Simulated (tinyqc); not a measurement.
Worked calculation: nanosheet or nanowire with hard walls, valleys of the Si type. Values are carried at full precision from step to step, so a last printed digit may differ when a step is redone from the rounded ones.

Six ellipsoidal valleys along the cube axes: inverse mass tensor w = 1/mt + (1/ml - 1/mt) a a^T with a the unit axis. Device axes: x along the channel, z = [001], y = z x x.

Constants: hbar^2/2m0 = 3.80998211 eV angstrom^2; hbar = 6.58211957e-16 eV s; e^2/h = 3.874045865e-05 S; kB = 8.617333262e-05 eV/K.

Parameters, chosen for this exercise (near those of Si; shifted at random, so the results belong to these values and not to a real crystal):
```
symbol   value  unit      meaning
ml       0.919  m0        longitudinal mass
mt       0.187  m0        transverse mass
channel  100              transport direction x on a (001) wafer
W        245    angstrom  width, along y
H        72     angstrom  height, along z = [001]
dE       0.034  eV        EF above the lowest subband edge
T        77     K         temperature
g_all    6                number of valleys
```

## Valley masses for a [100] channel

Rotate w into the device axes and group equal valleys (|w_yz| counts); order by w_zz, then w_yy. 1/m_x = w_xx - w_xc w_c^-1 w_cx with c the block (y, z).

Valleys:
```
group  valleys g    w_yy    w_zz  |w_yz|  m_x (m0)
A              2  5.3476  1.0881  0.0000    0.1870
B              2  1.0881  5.3476  0.0000    0.1870
C              2  5.3476  5.3476  0.0000    0.9190
```

The lightest transport mass, 0.187 m0, belongs to groups A and B.

## One-dimensional subbands

Hard walls around a W x H rectangle. The block w_c of w in (y, z) confines; the transport mass follows from 1/m_x = w_xx - w_xc w_c^-1 w_cx. The cross-section problem c (w_yy ky^2 + 2 w_yz ky kz + w_zz kz^2), c = hbar^2/2m0, is solved in products sin(n pi y/W) sin(l pi z/H), n, l = 1 to 12; if w_yz = 0 the levels are c pi^2 (w_yy n^2/W^2 + w_zz l^2/H^2). The w_yz term couples (n, l) to (n', l') by -2 c w_yz D_nn'(W) D_ll'(H) with D_nm(L) = 4 n m/(L (n^2 - m^2)) for n + m odd and 0 otherwise.

The ten lowest levels of all groups together, numbered within each group.

Subbands:
```
label  valleys g  m_x (m0)   E (eV)
A1             2   0.18700  0.01124
A2             2   0.18700  0.02129
A3             2   0.18700  0.03492
A4             2   0.18700  0.03804
B1             2   0.18700  0.03947
B2             2   0.18700  0.04152
C1             2   0.91900  0.04214
B3             2   0.18700  0.04492
A5             2   0.18700  0.04497
B4             2   0.18700  0.04970
```

The lowest subband is A1; the number of further ones in the list within kB T = 6.6 meV of it at 77 K is 0.

## Modes, density and velocity at zero temperature

With EF = E_lowest + dE, each subband below EF has k_F = sqrt(m_x (EF - E)/c), carries n = 2 g k_F/pi electrons per length (spin included), moves at v = 2 c k_F/(hbar m_x) and adds 2 g e^2/h to the ballistic conductance; c = hbar^2/2m0, 1 angstrom/s = 1e-8 cm/s.

Occupied subbands:
```
label  k_F (1/angstrom)  n (1/nm)  v (1e7 cm/s)
A1               0.0409     0.520          2.53
A2               0.0343     0.437          2.12
A3               0.0225     0.287          1.39
A4               0.0188     0.239          1.16
B1               0.0168     0.214          1.04
B2               0.0135     0.172          0.84
C1               0.0274     0.348          0.34
B3               0.0040     0.050          0.24
A5               0.0036     0.046          0.23
```

total n = 2.314 1/nm
ballistic conductance = 1394.7 microsiemens

EF lies below the last listed level, so the count is complete for these valleys (other families, and non-parabolicity above about 0.2 eV, are left out): 9 subbands with 18 valley modes. The Fermi velocity, averaged with the densities as weights, is 1.48 x 1e7 cm/s; the mean over all filled states moving one way is half of it.

## Threshold shift from confinement

Without degeneracy the line density is N1 exp((EF - Ec)/kB T) with N1 = sum 2 g sqrt(m_x kB T/(4 pi c)) exp(-E/kB T), here over n, l up to 80 where w_yz = 0 and over all levels of a 12 x 12 sine basis otherwise; the classical value is W H Nc with Nc = 2 g_all (m_dos kB T/(4 pi c))^(3/2), m_dos = (ml mt^2)^(1/3); dVt = kB T ln(W H Nc/N1).

Form N1, W H Nc and dVt.

N1 = 0.04993 1/nm
W H Nc = 0.6191 1/nm
dVt = 16.7 mV

## Checks

- Lowest level of group A on a 40 x 40 difference grid against the sine basis, eV: both 0.011.

Program tinyqc; command `OMP_NUM_THREADS=1 python tinyqc.py 1250610 1250611 out.jsonl`; about 0.02 s on one thread of a shared Intel(R) Xeon(R) Processor @ 2.30GHz.
